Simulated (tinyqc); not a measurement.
## Hole mobility in a silicon inversion layer, empirical terms and Matthiessen rule: effect of the temperature

Inversion layer of sheet density Ns on a uniformly doped body. The mobility terms are empirical power laws with prefactors chosen for the exercise; adding their inverses (Matthiessen) is itself an approximation.

Nc and Nv are given at 400 K and scale as (T/400 K)^1.5; Eg is fixed. ni = sqrt(Nc Nv) exp(-Eg/(2 Vt)), Eg in volts; Ndep = sqrt(2 eps0 eps_r Nb (2 Vt ln(Nb/ni) + Vsb)/q); E = q (Ndep + eta Ns)/(eps0 eps_r), in MV/cm. With t = T/(300 K): muC = Ac (Ns/1e12 cm^-2) t/(Nb/1e17 cm^-3 + Nit/1e11 cm^-2), muP = Ap E^(-1/3) t^(-1.75), muS = As E^(-gs); 1/mu is the sum of the inverses.

Values chosen for this exercise; material values close to those of silicon:
- Eg = 1.1 eV (band gap)
- eps_r = 11.7 (relative permittivity of the semiconductor)
- Nc = 4.28e19 cm^-3 (conduction-band density of states at the reference temperature)
- Nv = 4.03e19 cm^-3 (valence-band density of states at the reference temperature)
- Nb = 2.4e18 cm^-3 (body doping)
- Vsb = 0 V (reverse body bias)
- eta = 0.3333 (weight of the inversion charge in the effective field)
- Ap = 122 cm^2/(V s) (phonon-limited mobility at 1 MV/cm and 300 K)
- As = 451 cm^2/(V s) (roughness-limited mobility at 1 MV/cm)
- gs = 1.3 (exponent of the roughness term)
- Ac = 1400 cm^2/(V s) (Coulomb prefactor)
- Nit = 6.8e11 cm^-2 (charge at the interface)
- Ns = 6.7e11 cm^-2 (inversion density)

Constants: q = 1.602176634e-19 C, kB = 1.380649e-23 J/K, Vt = kB T/q, eps0 = 8.8541878128e-14 F/cm where lengths are in cm. Results are converted to the units shown.

Effect of the temperature:

| T (K) | E (MV/cm) | muC (cm^2/(V s)) | muP (cm^2/(V s)) | muS (cm^2/(V s)) | mu (cm^2/(V s)) |
|---|---|---|---|---|---|
| 120 | 0.9293 | 12.18 | 621.4 | 496.1 | 11.67 |
| 160 | 0.9213 | 16.24 | 376.7 | 501.7 | 15.10 |
| 200 | 0.9122 | 20.30 | 255.8 | 508.2 | 18.14 |
| 250 | 0.8994 | 25.38 | 173.9 | 517.7 | 21.24 |
| 300 | 0.8853 | 30.45 | 127.1 | 528.4 | 23.47 |
| 350 | 0.8699 | 35.53 | 97.58 | 540.6 | 24.85 |
| 400 | 0.8535 | 40.61 | 77.74 | 554.1 | 25.45 |
| 450 | 0.8360 | 45.68 | 63.70 | 569.3 | 25.42 |

As T goes from 120 to 450 K, E falls from 0.929 to 0.836 MV/cm and mu goes from 11.67 through a maximum of 25.45 (at T = 400 K among the rows listed) to 25.42 cm^2/(V s). The Coulomb term is the smallest in the first and the last row. Coulomb scattering weakens and phonon scattering grows with T, hence the maximum. For T = 120 to 160 K dopant freeze-out and degenerate screening, left out here, matter.

tinyqc, about 0.01 s, one thread, Intel Xeon 2.30GHz (shared host): `OMP_NUM_THREADS=1 python tinyqc.py 2510023 2510024 out.jsonl`
